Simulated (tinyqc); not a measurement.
# Short-channel transistor, virtual-source model with series resistance: effects of single changes

The current per gate width is the charge at the top of the source barrier (the virtual source) times its velocity times a saturation function; al and be are fitting constants of the model. Units: I in uA/um, Rs in ohm um, so I Rs = 1e-6 I Rs in volts; Q in uC/cm^2, so I = 1e-4 Q vx0 Fsat with vx0 in cm/s.

Values chosen for this exercise: temperature T = 300 K; inversion capacitance Cinv = 1.36 uF/cm^2; velocity at the virtual source vx0 = 1.79e7 cm/s; apparent mobility mu = 1500 cm^2/(V s); channel length L = 25 nm; threshold at zero drain voltage VT0 = 0.49 V; drain-induced barrier lowering dl = 0.157 V/V; subthreshold factor n0 = 1.09; growth of n with drain voltage nd = 0 1/V; threshold shift (in units of Vt) from weak to strong inversion al = 3.5; sharpness of saturation be = 1.6; series resistance of each contact Rs = 50 ohm um.

Constants: q = 1.602176634e-19 C, kB = 1.380649e-23 J/K, Vt = kB T/q. Results are converted to the units shown.

Each table varies one quantity; the others keep the values above.

## Effect of the velocity at the virtual source on the on and off currents

Intrinsic voltages Vg' = Vgs - I Rs, Vd' = Vds - 2 I Rs. n = n0 + nd Vd', VT = VT0 - dl Vd', Ff = 1/(1 + exp((Vg' - VT + al Vt/2)/(al Vt))), Q = Cinv n Vt ln(1 + exp((Vg' - VT + al Vt Ff)/(n Vt))), Vdsat = (vx0 L/mu)(1 - Ff) + Vt Ff, Fsat = u/(1 + u^be)^(1/be) with u = Vd'/Vdsat, and I = Q vx0 Fsat per width. I is solved self-consistently. Ion is I at Vgs = Vds = 0.7 V, Ioff at Vgs = 0, Vds = 0.7 V, and Rlin = Vds/I at Vgs = 0.7 V, Vds = 0.05 V.

Result of one run:
```
vx0 (cm/s)	Ion (uA/um)	Ioff (nA/um)	log10(Ion/Ioff)	Rlin (ohm um)
7.1e6	291.9	0.8632	5.529	278.3
```

What becomes of these results when the velocity at the virtual source vx0 is changed from 7.1e6 to 4e7 cm/s, all else the same?

Result of the changed run:
```
vx0 (cm/s)	Ion (uA/um)	Ioff (nA/um)	log10(Ion/Ioff)	Rlin (ohm um)
4e7	1280	4.862	5.420	163.0
```

The whole series:
```
vx0 (cm/s)	Ion (uA/um)	Ioff (nA/um)	log10(Ion/Ioff)	Rlin (ohm um)
5e6	209.3	0.6079	5.537	367.3
7.1e6	291.9	0.8632	5.529	278.3
1e7	401.3	1.216	5.519	224.0
1.4e7	543.8	1.702	5.504	193.5
2e7	740.8	2.431	5.484	176.4
2.8e7	976.0	3.403	5.458	167.9
4e7	1280	4.862	5.420	163.0
```

As vx0 goes from 5e6 to 4e7 cm/s, Ion rises from 209 to 1280 uA/um, Ioff rises from 0.608 to 4.86 nA/um and Rlin falls from 367 to 163 ohm um. Ion changes by a factor of 6.11 and Ioff by 8.00.

## Effect of the drain-induced barrier lowering on the on and off currents

Same model as above.

Effect of the drain-induced barrier lowering on the on and off currents:
```
dl (V/V)	Ion (uA/um)	Ioff (nA/um)	log10(Ion/Ioff)	Rlin (ohm um)
0	468.0	0.04649	7.003	182.1
0.04	521.0	0.1245	6.622	181.7
0.08	573.7	0.3325	6.237	181.3
0.12	626.0	0.8845	5.850	180.9
0.16	677.9	2.340	5.462	180.5
0.2	729.1	6.148	5.074	180.1
0.24	779.8	16.00	4.688	179.7
0.28	829.8	41.14	4.305	179.3
```

As dl goes from 0 to 0.28 V/V, Ion rises from 468 to 830 uA/um, Ioff rises from 0.0465 to 41.1 nA/um and Rlin falls from 182 to 179 ohm um. Ion changes by a factor of 1.77 and Ioff by 885. The off current depends on it through an exponential, the on current about linearly.

## Output curve

Same model as above.

gds = dI/dVds, gm = dI/dVgs.

In this table Vgs = 0.7 V.

Output curve:
```
Vds (V)	I (uA/um)	Fsat	gds (uS/um)	gain gm/gds
0.08	375.4	0.7571	2409	0.4990
0.16	475.3	0.9326	659.8	2.733
0.23	511.6	0.9663	432.3	4.436
0.31	543.0	0.9806	365.5	5.382
0.39	571.2	0.9872	343.3	5.805
0.47	598.2	0.9908	334.2	6.014
0.54	621.5	0.9927	330.3	6.118
0.62	647.8	0.9943	328.1	6.190
0.7	674.0	0.9953	327.0	6.236
```

What does the comparison show?

The current rises from 375 to 674 uA/um as Fsat rises from 0.757 to 0.995; gds falls from 2410 to 327 uS/um. The gain ends at 6.24, against 1/dl = 6.37 for a current that depends on Vds through barrier lowering alone.

Numbers from tinyqc (`OMP_NUM_THREADS=1 python tinyqc.py 2380044 2380045 out.jsonl`; about 0.01 s on one thread of a shared Intel Xeon 2.30GHz).
